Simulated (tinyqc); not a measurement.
Short-channel transistor, virtual-source model with series resistance: one step of the calculation.

The current per gate width is the charge at the top of the source barrier (the virtual source) times its velocity times a saturation function; al and be are fitting constants of the model. Units: I in uA/um, Rs in ohm um, so I Rs = 1e-6 I Rs in volts; Q in uC/cm^2, so I = 1e-4 Q vx0 Fsat with vx0 in cm/s.

Question. What the series resistance costs. Intrinsic voltages Vg' = Vgs - I Rs, Vd' = Vds - 2 I Rs. n = n0 + nd Vd', VT = VT0 - dl Vd', Ff = 1/(1 + exp((Vg' - VT + al Vt/2)/(al Vt))), Q = Cinv n Vt ln(1 + exp((Vg' - VT + al Vt Ff)/(n Vt))), Vdsat = (vx0 L/mu)(1 - Ff) + Vt Ff, Fsat = u/(1 + u^be)^(1/be) with u = Vd'/Vdsat, and I = Q vx0 Fsat per width. I0 is the current for Rs = 0. Effective velocity I/Q; transit time L Q/I.

Values chosen for this exercise:

| symbol | value | unit | meaning |
|---|---|---|---|
| T | 300 | K | temperature |
| Cinv | 1.31 | uF/cm^2 | inversion capacitance |
| vx0 | 7.04e6 | cm/s | velocity at the virtual source |
| mu | 170 | cm^2/(V s) | apparent mobility |
| L | 45 | nm | channel length |
| VT0 | 0.32 | V | threshold at zero drain voltage |
| dl | 0.027 | V/V | drain-induced barrier lowering |
| n0 | 1.07 |  | subthreshold factor |
| nd | 0 | 1/V | growth of n with drain voltage |
| al | 3.5 |  | threshold shift (in units of Vt) from weak to strong inversion |
| be | 1.8 |  | sharpness of saturation |
| Rs | 200 | ohm um | series resistance of each contact |
| Vgs | 0.9 | V | gate voltage |
| Vds | 0.9 | V | drain voltage |

Constants: q = 1.602176634e-19 C, kB = 1.380649e-23 J/K, Vt = kB T/q. Results are converted to the units shown.

converged I = 448.84642 uA/um
I0 = 539.99408 uA/um

Give: loss against I0; effective velocity; transit time.

Answer.

loss against I0 = 16.88 %
effective velocity = 6.720e6 cm/s
transit time = 0.6697 ps

The carriers leave the virtual source at 95.5 % of vx0: the device is in saturation.

tinyqc, about 0.01 s, one thread, Intel Xeon 2.30GHz (shared host): `OMP_NUM_THREADS=1 python tinyqc.py 2380108 2380109 out.jsonl`
